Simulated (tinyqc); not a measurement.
Length of a polyene: Hueckel, PPP and singles CI along the polyenes. Computed by the program tinyqc. 

All-trans chains of carbon centres 1.40 angstrom apart:
```
parameter,value
"beta (eV), times 1 +/- alternation",-2.160000
alternation,0.050000
W (eV),11.160000
gamma_rr (eV),9.810000
repulsion formula,MN
```

Hueckel uses the same beta without repulsion; CIS keeps all single excitations and so misses the low, doubly excited 2Ag state. W is the valence ionisation energy of a centre, MN the Mataga-Nishimoto formula, f the oscillator strength.

Gaps and excitations (eV):
```
centres,Hueckel gap,PPP orbital gap,bright singlet (CIS),f,lowest triplet (CIS)
2,4.536,9.557,6.930,0.594,2.142
4,2.927,7.416,4.941,0.969,1.345
6,2.193,6.337,3.995,1.366,0.985
8,1.778,5.689,3.435,1.741,0.790
10,1.512,5.259,3.064,2.093,0.670
```

The Hueckel gap tends to 4 x alternation x |beta| = 0.43 eV for long chains. Exchange opens the PPP orbital gap, and the attraction of electron and hole brings the bright state 2.20 eV below it at 10 centres; the triplet lies 2.39 eV lower still.
